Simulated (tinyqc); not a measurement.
# Resistance of a source-drain extension with a graded tip: what changes with what

y runs along the channel, the gate covers y > 0. The doping is N0 for y < y0 and N0 10^(-(y - y0)/la) beyond, uniform over the depth xj. Sheet conductance s(y) = q mu(N) max(N - Nch, 0) xj + (for y > 0) ma Cox Vo, with mu(N) = u0 + (u1 - u0)/(1 + (N/Nr)^au) and Cox = eps0 eox/tox. Current is taken as one-dimensional; depletion of the tip, spreading and the contact are left out. The metallurgical junction lies at yj, where N = Nch.

Inputs (values chosen for the exercise); mobility law close to that of electrons in silicon: relative permittivity of the gate insulator (close to silicon dioxide) eox = 3.9; insulator thickness tox = 2.4 nm; active doping of the extension far from the gate N0 = 1.6e20 cm^-3; lateral abruptness la = 4.6 nm/decade; position under the gate where the fall begins (gate edge at 0) y0 = 2.4 nm; depth of the extension xj = 9 nm; channel doping Nch = 6.5e17 cm^-3; spacer length Ls = 11 nm; gate overdrive Vo = 0.85 V; mobility of the gate-induced layer ma = 170 cm^2/(V s); mobility at low doping u1 = 1414 cm^2/(V s); mobility at high doping u0 = 68.5 cm^2/(V s); reference doping Nr = 9.2e16 cm^-3; exponent au = 0.711; gate length Lg = 45 nm.

Constants: q = 1.602176634e-19 C, eps0 = 8.8541878128e-14 F/cm where lengths are in cm. Results are converted to the units shown.

Each table varies one quantity; the others keep the values above.

## Abruptness at a fixed junction position

R_spacer = integral of dy/s from -Ls to 0, R_ov from 0 to yj, R_channel = (Lg - 2 yj)/(ma Cox Vo), R_total = 2 R_spacer + 2 R_ov + R_channel. Electrical length L_eff = ma Cox dR_total/d(1/Vo); R_series = R_total - L_eff/(ma Cox Vo). y0 is moved with la so that yj stays at 13.400 nm.

The same in every row: yj (nm) = 13.40; R_channel (ohm um) = 87.54.

Abruptness at a fixed junction position:
```
la (nm/decade)  R_spacer (ohm um)  R_ov (ohm um)  R_total (ohm um)  L_eff (nm)  R_series (ohm um)
1                           6.370          12.06             124.4       20.29              26.84
2.2                         6.370          18.22             136.7       22.41              28.92
3.4                         6.370          24.39             149.1       24.54              31.00
4.6                         6.370          30.55             161.4       26.67              33.08
5.7                         6.376          36.19             172.7       28.63              34.99
6.9                         7.585          41.48             185.7       30.65              38.27
8.1                         11.19          45.38             200.7       32.40              44.85
9.3                         17.33          48.23             218.6       33.84              55.87
```

What does the table show?

As la goes from 1 to 9.3 nm/decade, R_total rises from 124 to 219 ohm um, R_spacer rises from 6.37 to 17.3 ohm um and R_ov rises from 12.1 to 48.2 ohm um. R_total changes on average by 11.4 ohm um for each nm/decade. L_eff exceeds the metallurgical length by 2.08 nm in the first row and 15.6 nm in the last, since the gate also controls the lightly doped tips.

## Effect of the active doping of the extension far from the gate

Same model as above.

Effect of the active doping of the extension far from the gate:
```
N0 (cm^-3)  yj (nm)  R_spacer (ohm um)  R_ov (ohm um)  R_channel (ohm um)  R_total (ohm um)  L_eff (nm)  R_series (ohm um)
2e19          9.245              40.56          29.33               127.5             267.3       35.24              97.81
3.1e19        10.12              28.04          29.96               119.1             235.1       33.43              74.32
4.7e19        10.95              19.53          30.30               111.1             210.7       31.69              58.31
7.2e19        11.80              13.33          30.47               102.9             190.5       29.93              46.55
1.1e20        12.65              9.040          30.54               94.74             173.9       28.19              38.29
1.7e20        13.52              6.016          30.55               86.38             159.5       26.43              32.38
2.6e20        14.37              4.017          30.53               78.21             147.3       24.72              28.42
4e20          15.23              2.654          30.51               69.93             136.3       22.99              25.69
```

Read the table: what changes, and by how much?

As N0 goes from 2e19 to 4e20, R_total falls from 267 to 136 ohm um, L_eff falls from 35.2 to 23.0 nm and R_series falls from 97.8 to 25.7 ohm um.

tinyqc, about 0.03 s, one thread, Intel Xeon 2.30GHz (shared host): `OMP_NUM_THREADS=1 python tinyqc.py 2282061 2282062 out.jsonl`
